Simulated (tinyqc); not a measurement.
The best anneal temperature for the time t: solubility, supersaturation, precipitation and gettering of an impurity in a silicon-like host. Computed by tinyqc, a small Python program. Command: `OMP_NUM_THREADS=1 python tinyqc.py 3027303 3027304 out.jsonl ripen walk`. One thread of a shared host (Intel(R) Xeon(R) Processor @ 2.30GHz), about 0.01 s of CPU time with the checks.

The wafer was saturated at T1 and is then held at T.

Inputs (values chosen for the exercise, modelled on copper in silicon):

| quantity | value | unit |
|---|---|---|
| site density N0 | 5e+22 | 1/cm^3 |
| enthalpy of solution H | 1.48 | eV |
| entropy of solution S | 2.2 | k_B |
| diffusion prefactor D0 | 0.0039 | cm^2/s |
| migration energy Q | 0.427 | eV |
| temperature of saturation T1 | 1200 | K |
| anneal temperature T | 717 | K |
| sink density n | 2.8e+08 | 1/cm^3 |
| initial sink radius r0 | 16 | nm |
| impurity density in the precipitate C_p | 5.2e+22 | 1/cm^3 |
| interface energy gamma | 0.63 | J/m^2 |
| anneal time t | 4.2 | s |

Constants: k_B = 8.617333262e-05 eV/K; k_B = 1.380649e-23 J/K.

Method:
- C_eq(T) = N0 exp(S/k_B - H/(k_B T)); D(T) = D0 exp(-Q/(k_B T)); C0 = C_eq(T1). Supersaturation s = C0/C_eq(T); critical radius r* = 2 gamma/(C_p k_B T ln s); barrier W* = (4 pi/3) gamma r*^2. Strain energy is left out.
- r_f = [r0^3 + 3 (C0 - C_eq)/(4 pi n C_p)]^(1/3), tau_f = 1/(4 pi n r_f D).
- Growing sinks: with y = r/r_f and y0 = r0/r_f, dy/dt = (1 - y^3)/(3 tau_f y), which integrates to t/tau_f = F(y) - F(y0), F(y) = (1/2) ln[(1 + y + y^2)/(1 - y)^2] - sqrt(3) arctan[(2y + 1)/sqrt(3)]; the share of the excess left is (1 - y^3)/(1 - y0^3), and C(t) = C_eq + (C0 - C_eq) x share.

C0 = 2.74594e+17 1/cm^3

Dissolved share after t:

| T (K) | C_eq/C0 | tau_f (s) | C(t)/C0 |
|---|---|---|---|
| 540 | 2.5293e-08 | 42.636 | 0.98058 |
| 624 | 1.8298e-06 | 12.397 | 0.89412 |
| 720 | 7.1810e-05 | 4.300 | 0.60075 |
| 816 | 1.1884e-03 | 1.914 | 0.21468 |
| 912 | 1.0893e-02 | 1.014 | 0.04302 |
| 1008 | 6.5471e-02 | 0.616 | 0.06758 |
| 1092 | 2.4281e-01 | 0.452 | 0.24295 |
| 1152 | 5.5082e-01 | 0.425 | 0.55087 |

What does the comparison show, and why?

The lowest dissolved share among these rows is 0.043 at 912 K. Above it solubility sets the floor; below it diffusion is too slow for this time. Solubility falls with H = 1.48 eV and diffusion with Q = 0.427 eV. Caution: the barrier to homogeneous nucleation is below 35 k_B T for these inputs, so new precipitates would form and outnumber the fixed sinks assumed here.

Extremes, crossings and ranges named in words are read from the listed rows.
